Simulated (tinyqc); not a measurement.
Comparisons within one model: three-level Kane dispersion of a narrow-gap semiconductor. A value that a table varies takes the place of the one given here.

Zero of energy at Gamma8, c = hbar^2/2m0, P^2 = Ep c. The free-electron term and remote bands are left out, so the heavy holes are flat at E = 0 and the other three bands obey E (E - Eg)(E + Dso) = P^2 k^2 (E + 2 Dso/3). The conduction band is the highest root; its edge is Ec = max(Eg, 0).

Degenerate electrons at T = 0: kF = (3 pi^2 n)^(1/3), 1 cm^-3 = 1e-24 angstrom^-3; EF is the highest root at kF. The momentum (cyclotron, optical) mass is m(E) = hbar^2 k/(dE/dk) = c d(k^2)/dE with d(k^2)/dE = k^2 [1/E + 1/(E - Eg) + 1/(E + Dso) - 1/(E + 2 Dso/3)]; the density of states is k d(k^2)/dE/(2 pi^2).

Edge mass m0* = 3 |Eg|/(2 Ep).
Constants: hbar^2/2m0 = 3.80998211 eV angstrom^2.

Values chosen for the exercise (near those of HgTe; the results hold for these values, not for the real material):
- Eg = -0.286 eV (E(Gamma6) - E(Gamma8))
- Dso = 1.03 eV (spin-orbit splitting)
- Ep = 18.9 eV (Kane energy)
- k = 0.019 1/angstrom (wave vector)
- n = 2e+16 cm^-3 (electron density)

## Filling the band

n from 1e15 to 1e19 cm^-3. The last column is the local power d ln(EF - Ec)/d ln n = kF^2/(1.5 (EF - Ec) d(k^2)/dE).

Results:

| n (cm^-3) | kF (1/angstrom) | EF - Ec (meV) | parabolic (meV) | m(EF) | m(EF)/m0* | power |
|---|---|---|---|---|---|---|
| 1.0e+15 | 0.00309 | 1.6 | 1.6 | 0.0229 | 1.01 | 0.663 |
| 1.0e+16 | 0.00667 | 7.3 | 7.5 | 0.0237 | 1.04 | 0.653 |
| 3.0e+16 | 0.00961 | 14.8 | 15.5 | 0.0247 | 1.09 | 0.640 |
| 1.0e+17 | 0.01436 | 31.6 | 34.6 | 0.0270 | 1.19 | 0.614 |
| 3.0e+17 | 0.02071 | 61.0 | 72.0 | 0.0308 | 1.36 | 0.580 |
| 1.0e+18 | 0.03094 | 119.3 | 160.6 | 0.0382 | 1.68 | 0.533 |
| 3.0e+18 | 0.04462 | 209.3 | 334.2 | 0.0492 | 2.17 | 0.491 |
| 1.0e+19 | 0.06665 | 368.7 | 745.7 | 0.0678 | 2.99 | 0.451 |

What can be read from the table?

The power falls from 0.663 to 0.451: 2/3 marks a parabola, 1/3 a linear band. The parabola is within 10 % up to n = 1.0e+17 cm^-3. The mass has doubled by n = 3.0e+18 cm^-3 and ends at 3.0 times its edge value.

## Closing and inverting the gap

Eg is varied at fixed k, Dso and Ep. Edge mass: Eg (Eg + Dso)/(Ep (Eg + 2 Dso/3)) for Eg > 0, 3 |Eg|/(2 Ep) for Eg < 0. The Gamma6 weight of the conduction state is 1/(1 + P^2 k^2 [(2/3)/E^2 + (1/3)/(E + Dso)^2]).

Results:

| Eg (eV) | m0* | highest root (eV) | middle (eV) | lowest (eV) | E - Ec (meV) | Gamma6 weight |
|---|---|---|---|---|---|---|
| -0.200 | 0.01587 | 0.0669 | -0.2564 | -1.0405 | 66.9 | 0.205 |
| -0.100 | 0.00794 | 0.0934 | -0.1840 | -1.0394 | 93.4 | 0.334 |
| -0.040 | 0.00317 | 0.1164 | -0.1476 | -1.0388 | 116.4 | 0.438 |
| -0.010 | 0.00079 | 0.1304 | -0.1318 | -1.0386 | 130.4 | 0.494 |
| 0.010 | 0.00079 | 0.1406 | -0.1222 | -1.0384 | 130.6 | 0.531 |
| 0.040 | 0.00312 | 0.1574 | -0.1092 | -1.0382 | 117.4 | 0.586 |
| 0.100 | 0.00760 | 0.1956 | -0.0879 | -1.0377 | 95.6 | 0.686 |
| 0.200 | 0.01468 | 0.2707 | -0.0636 | -1.0371 | 70.7 | 0.805 |

What can be read from the table?

The edge mass vanishes with |Eg| from both sides, yet the kinetic energy at this k stays finite, at most 130.6 meV in the table; at Eg = 0 the two-level form, without the split-off band, gives the linear value sqrt(2/3) P k = 131.6 meV. The Gamma6 weight of the conduction state goes smoothly from 0.20 to 0.81 and is 0.49 and 0.53 in the two rows next to Eg = 0: at finite k nothing jumps at the inversion.

## What each parameter does

Edge mass, EF - Ec and m(EF). Each row changes one parameter from the base and keeps the others.

Results:

| case | m0* (m0) | EF - Ec (meV) | m(EF) (m0) |
|---|---|---|---|
| base | 0.02270 | 11.44 | 0.02425 |
| n = 4e+16 cm^-3 | 0.02270 | 17.84 | 0.02512 |
| Eg = -0.2431 eV | 0.01929 | 13.29 | 0.02114 |
| Dso = 1.1845 eV | 0.02270 | 11.44 | 0.02429 |
| Ep = 16.065 eV | 0.02670 | 9.77 | 0.02827 |

What does this show?

The largest shifts from the base row, up to three for each result and ties (the steps differ in size, so this ranks the rows, not the parameters). m0* (m0): Ep +0.00401, Eg -0.00340; unchanged at the printed digits by n and Dso. EF - Ec (meV): n +6.39, Eg +1.84, Ep -1.67; unchanged at the printed digits by Dso. m(EF) (m0): Ep +0.00401, Eg -0.00311, n +0.00086.

(tinyqc, `OMP_NUM_THREADS=1 python tinyqc.py 1050479 1050480 out.jsonl`, Intel(R) Xeon(R) Processor @ 2.30GHz, 1 thread, shared host, about 0.01 s.)
